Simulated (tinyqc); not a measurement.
# Changing the dislocation density N_dis

Model: mobility limited by charged threading dislocations. Computed by tinyqc, a small Python program. Command: `OMP_NUM_THREADS=1 python tinyqc.py 3027206 3027207 out.jsonl disl sweep`. One thread of a shared host (Intel(R) Xeon(R) Processor @ 2.30GHz), about 0.01 s of CPU time with the checks.

Parallel lines trap electrons, one site every c, and the current flows across them. Donors are taken as fully ionised and statistics as non-degenerate; SI units, mass times m_0.

Inputs (values chosen for the exercise, modelled on germanium on silicon):
```
quantity                                  value        unit
effective mass m                           0.12         m_0
permittivity eps                             16           -
site spacing c along the line                 4    angstrom
largest filling f_0                         0.5           -
acceptor level E_t below the band edge     0.27          eV
donor density N                         1.2e+18      1/cm^3
lattice mobility at 300 K                  4200  cm^2/(V s)
temperature T                               350           K
```

Band: parabolic. Filling of the line: limited by its own charge.

Constants: m_0 = 9.1093837015e-31 kg; k_B = 1.380649e-23 J/K; hbar = 1.054571817e-34 J s; e^2/(4 pi eps_0) = 14.39964548 eV angstrom; k_B = 8.617333262e-05 eV/K; eps_0 = 8.8541878128e-12 F/m; e = 1.602176634e-19 C.

Method:
- Filling f solves f = min(f_0, f*), where f* makes the line potential equal the available energy: (e^2 f/(4 pi eps eps_0 c)) (2 ln(R/r_0) - 1) = E_t - k_B T ln(N_c/N), R = sqrt(f/(pi c N)) the Read radius, r_0 = c/f, N_c = 2 (m k_B T/(2 pi hbar^2))^(3/2). Free electrons n = N - f N_dis/c; screening length lambda = sqrt(eps eps_0 k_B T/(e^2 n)).
- tau(k) = hbar^3 (eps eps_0)^2 c^2 (1 + 4 lambda^2 k^2)^(3/2)/(N_dis m e^4 f^2 lambda^4), k the wave number across the lines; mu_dis = (e/m) int x tau exp(-x) dx with x = hbar^2 k^2/(2 m k_B T), 160 Gauss-Legendre points in sqrt(x) from 0 to sqrt(32). Closed form for lambda k >> 1: mu = 30 sqrt(2 pi) (eps eps_0)^2 c^2 (k_B T)^(3/2)/(N_dis e^3 f^2 lambda sqrt(m)).
- Other processes: Brooks-Herring mobility of a classical gas, mu_I = 128 sqrt(2 pi) (eps eps_0)^2 (k_B T)^(3/2)/(N e^3 sqrt(m) [ln(1 + b) - b/(1 + b)]), b = 24 m k_B T lambda^2/hbar^2; lattice mobility times (T/300 K)^(-2); Matthiessen's rule.

One run for each value; columns: (1) dislocation density N_dis (1/cm^2); (2) total mobility (cm^2/(V s)); (3) dislocation mobility (cm^2/(V s)); (4) share of electrons trapped (%); (5) resistivity (ohm cm):
```
(1)          (2)         (3)         (4)       (5)
1.00e+06  2007.0  1.4056e+08  6.4731e-04  0.002592
3.60e+06  2006.9  3.9045e+07  2.3303e-03  0.002592
1.30e+07  2006.7  1.0812e+07  8.4151e-03  0.002592
4.60e+07  2005.6  3.0552e+06  2.9776e-02  0.002594
1.70e+08  2001.9  8.2632e+05  1.1004e-01  0.002601
6.00e+08  1988.9  2.3375e+05  3.8839e-01  0.002625
2.20e+09  1941.7  6.3374e+04  1.4241e+00  0.002717
7.70e+09  1791.4  1.7733e+04  4.9843e+00  0.003056
2.80e+10  1360.1  4.4860e+03  1.8125e+01  0.004671
1.00e+11   547.6  7.9804e+02  6.4731e+01  0.026932
```

Over the rows, total mobility (cm^2/(V s)) falls from 2010 to 548; dislocation mobility (cm^2/(V s)) falls from 1.41e8 to 798 (exponent d ln y / d ln x -1.0 between the first rows and -1.4 between the last); share of electrons trapped (%) rises from 6.47e-4 to 64.7 (exponent d ln y / d ln x about 1.0 throughout). At the low end the exponent of dislocation mobility is -1.00, close to -1: independent lines. The mobility has lost 10 % between 2.20e9 and 7.70e9 per cm^2.

Caution (rows 1.00e6, 3.60e6, 1.30e7, 4.60e7, 1.70e8, 6.00e8, 2.20e9, 7.70e9, 2.80e10): n exceeds half of N_c, so classical statistics and Debye screening are rough. Caution (rows 1.00e6, 3.60e6, 1.30e7, 4.60e7, 1.70e8, 6.00e8, 2.20e9): the Read radius sqrt(f/(pi c N)) exceeds three screening lengths: the line potential is not weak, and the Born approximation overstates the scattering, possibly several times. Caution (rows 1.00e11): the cylinders begin to overlap, so barriers and percolation replace independent scattering.

Extremes, crossings and ranges named in words are read from the listed rows.
